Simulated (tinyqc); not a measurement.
Transfer between valleys with doping: electrons shared among three sets of ellipsoidal valleys.

F_j(eta) = (1/Gamma(j + 1)) integral_0^infinity x^j dx/(1 + exp(x - eta)), which tends to exp(eta) for eta << 0.

Sets L, Gamma, Delta: N_i = M_i times N = 2 (m kB T/(4 pi c))^(3/2) with c = hbar^2/2m0, in 1/angstrom^3; times 1e24 for 1/cm^3, m = (ml mt^2)^(1/3); n = sum_i N_i F_1/2((EF - dE_i)/kT), energies from the edge of the first set; mu_drift = sum of share times mobility.

Constants: hbar^2/2m0 = 3.80998211 eV angstrom^2; kB = 8.617333262e-05 eV/K.

Inputs chosen for the exercise (masses and offsets near those of Ge; mobilities are free inputs, held fixed; shifted at random, so the results belong to these values and not to a real crystal): dE = (0, 0.14, 0.194) eV (edges of L, Gamma, Delta above the first); M = (4, 1, 6) (valleys in each set); ml = (1.523, 0.041, 0.883) m0 (longitudinal masses of L, Gamma, Delta); mt = (0.0842, 0.041, 0.2045) m0 (transverse masses); mu = (3200, 19000, 1000) cm^2/(V s) (mobility of each set); T = 300 K.

Parabolic valleys; band tails and gap narrowing are left out.

Populations:

| n (1/cm^3) | EF (eV) | share L | share Gamma | share Delta | mu_drift |
|---|---|---|---|---|---|
| 1.0e+16 | -0.1797 | 0.9984 | 0.0001 | 0.0015 | 3198 |
| 1.0e+17 | -0.1201 | 0.9984 | 0.0001 | 0.0015 | 3198 |
| 1.0e+18 | -0.0598 | 0.9983 | 0.0001 | 0.0016 | 3198 |
| 3.0e+18 | -0.0296 | 0.9982 | 0.0001 | 0.0017 | 3198 |
| 1.0e+19 | 0.0075 | 0.9977 | 0.0001 | 0.0021 | 3197 |
| 3.0e+19 | 0.0524 | 0.9957 | 0.0002 | 0.0040 | 3195 |
| 1.0e+20 | 0.1341 | 0.9711 | 0.0013 | 0.0276 | 3160 |

The share of L goes from 0.998 to 0.971 and the mean mobility from 3198 to 3160 cm^2/(V s). L holds more than Gamma throughout. The share of Delta is at most 0.028.

(tinyqc, `OMP_NUM_THREADS=1 python tinyqc.py 1681966 1681967 out.jsonl`, Intel(R) Xeon(R) Processor @ 2.30GHz, 1 thread, shared host, about 0.01 s.)
